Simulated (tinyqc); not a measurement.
Fermi-Dirac statistics of conduction electrons: one step. Mean energy, Einstein relation and screening. Five cases, with inputs chosen for the exercise.

Question. Mean kinetic energy <E> = (3/2) kT F_3/2/F_1/2; D/mu = (kT/e) F_1/2/F_-1/2; dn/dEF = (Nc/kT) F_-1/2; screening length L = (4 pi (e^2/(4 pi eps0)) (dn/dEF)/eps)^(-1/2), with dn/dEF in 1/(angstrom^3 eV) (1/cm^3 = 1e-24/angstrom^3).

F_j(eta) = (1/Gamma(j + 1)) integral_0^infinity x^j dx/(1 + exp(x - eta)), which tends to exp(eta) for eta << 0.

Constants: e^2/(4 pi eps0) = 14.39964547 eV angstrom.

Give: F_-1/2, F_1/2, F_3/2; <E>; D/mu; dn/dEF; L.

Case 1.

Values chosen (out of a larger set: near those of InP, lowest valleys alone; not measured data): eps = 13.2 (static dielectric constant).

eta = -2.6593894
kT = 0.03446933 eV
Nc = 7.903738e+17 1/cm^3

Answer.

F_-1/2, F_1/2, F_3/2: 0.06671  0.06832  0.06915

<E> = 52.33 meV
D/mu = 35.30 mV
dn/dEF = 1.530e+18 1/(cm^3 eV)
L = 218.4 angstrom

The gas is nearly non-degenerate. D/mu is 1.024 times kT/e and <E> is 1.012 times (3/2) kT; the Debye formula, with n/kT in place of dn/dEF, would give L = 215.8 angstrom.

Case 2.

Values chosen (out of a larger set: near those of Si, lowest valleys alone; not measured data): eps = 11.6 (static dielectric constant).

eta = 2.1122533
kT = 0.01723467 eV
Nc = 1.504657e+19 1/cm^3

Answer.

F_-1/2, F_1/2, F_3/2: 1.511  2.991  4.492

<E> = 38.83 meV
D/mu = 34.11 mV
dn/dEF = 1.319e+21 1/(cm^3 eV)
L = 6.971 angstrom

The gas is degenerate. D/mu is 1.979 times kT/e and <E> is 1.502 times (3/2) kT; the Debye formula, with n/kT in place of dn/dEF, would give L = 4.955 angstrom.

Case 3.

Values chosen (out of a larger set: near those of Ge, lowest valleys alone; not measured data): eps = 15.9 (static dielectric constant).

eta = -1.1045094
kT = 0.00663535 eV
Nc = 1.340789e+18 1/cm^3

Answer.

F_-1/2, F_1/2, F_3/2: 0.2701  0.2983  0.3140

<E> = 10.48 meV
D/mu = 7.33 mV
dn/dEF = 5.457e+19 1/(cm^3 eV)
L = 40.13 angstrom

EF lies within 2 kT of the edge. D/mu is 1.105 times kT/e and <E> is 1.052 times (3/2) kT; the Debye formula, with n/kT in place of dn/dEF, would give L = 38.18 angstrom.

Case 4.

Values chosen (out of a larger set: near those of InSb, lowest valleys alone; not measured data): eps = 16.7 (static dielectric constant).

eta = 2.8759539
kT = 0.02628287 eV
Nc = 3.990222e+16 1/cm^3

Answer.

F_-1/2, F_1/2, F_3/2: 1.808  4.260  7.246

<E> = 67.05 meV
D/mu = 61.92 mV
dn/dEF = 2.746e+18 1/(cm^3 eV)
L = 183.3 angstrom

The gas is degenerate. D/mu is 2.356 times kT/e and <E> is 1.701 times (3/2) kT; the Debye formula, with n/kT in place of dn/dEF, would give L = 119.5 angstrom.

Case 5.

Values chosen (out of a larger set: near those of GaN, lowest valleys alone; not measured data): eps = 9.44 (static dielectric constant).

eta = 1.9083443
kT = 0.03446933 eV
Nc = 3.455613e+18 1/cm^3

Answer.

F_-1/2, F_1/2, F_3/2: 1.426  2.691  3.913

<E> = 75.17 meV
D/mu = 65.07 mV
dn/dEF = 1.429e+20 1/(cm^3 eV)
L = 19.10 angstrom

EF lies within 2 kT of the edge. D/mu is 1.888 times kT/e and <E> is 1.454 times (3/2) kT; the Debye formula, with n/kT in place of dn/dEF, would give L = 13.91 angstrom.

Computed by tinyqc, one run a case: `OMP_NUM_THREADS=1 python tinyqc.py N N+1 out.jsonl` with N = 1650011, 1650041, 1650471, 1650619, 1650731; one thread of a shared Intel(R) Xeon(R) Processor @ 2.30GHz, about 0.01 s a run at most.
